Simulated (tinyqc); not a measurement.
What each parameter does: defect-molecule model of a vacancy with Jahn-Teller distortion.

Four dangling hybrids a, b, c, d point into the vacancy: H_ii = E0, and -gm between any two. A tetragonal distortion Q pairs a with b and c with d: those two couplings become -gm - I Q and the other four -gm + I Q/2, at an elastic cost k Q^2/2. The a1 level holds two electrons; charge states 2+, + and 0 put n = 0, 1, 2 more into the lowest level of t2 origin. Energy from the 2+ state at Q = 0, with the Fermi level mu counted from Ev: W_n(Q) = n (et - 2 I Q) + k Q^2/2 + Uc n (n - 1)/2 - n mu. et = E0 + gm is the undistorted t2 level.

Values chosen for the exercise (of the size used for the vacancy in silicon; not measured data): E0 = 0.04 eV (level of a dangling hybrid, from Ev); gm = 0.33 eV (coupling between two dangling hybrids); I = 1.22 eV/angstrom (Jahn-Teller coupling); k = 12.5 eV/angstrom^2 (force constant of the mode); Uc = 0.53 eV (repulsion of two electrons in one orbital).

E_JT = 2 I^2/k, E(2+/+) = et - E_JT, E(+/0) = et - 3 E_JT + Uc, U_eff = E(+/0) - E(2+/+); a1 level E0 - 3 gm.

One parameter was then changed.

Results before and after:
```
case     (2+/+) (eV)  (+/0) (eV)  U_eff (eV)  a1 (eV)
base          0.1319      0.1856      0.0537  -0.9500
changed       0.1319      0.2456      0.1137  -0.9500
```

Which of these changes was made? (a) I = 1.342 eV/angstrom; (b) k = 13.75 eV/angstrom^2; (c) Uc = 0.59 eV; (d) E0 = 0.09 eV; (e) gm = 0.37 eV.

Answer: (c) Uc = 0.59 eV. Of the candidates, run in turn, only this one gives the changed row.

All candidates:
```
case                     (2+/+) (eV)  (+/0) (eV)  U_eff (eV)  a1 (eV)
base                          0.1319      0.1856      0.0537  -0.9500
E0 = 0.09 eV                  0.1819      0.2356      0.0537  -0.9000
gm = 0.37 eV                  0.1719      0.2256      0.0537  -1.0700
I = 1.342 eV/angstrom         0.0818      0.0355     -0.0463  -0.9500
k = 13.75 eV/angstrom^2       0.1535      0.2505      0.0970  -0.9500
Uc = 0.59 eV                  0.1319      0.2456      0.1137  -0.9500
```

E0 and gm move both levels alike, so U_eff depends on I, k and Uc alone.

Program tinyqc; command `OMP_NUM_THREADS=1 python tinyqc.py 1482630 1482631 out.jsonl`; about 0.01 s on one thread of a shared Intel(R) Xeon(R) Processor @ 2.30GHz.
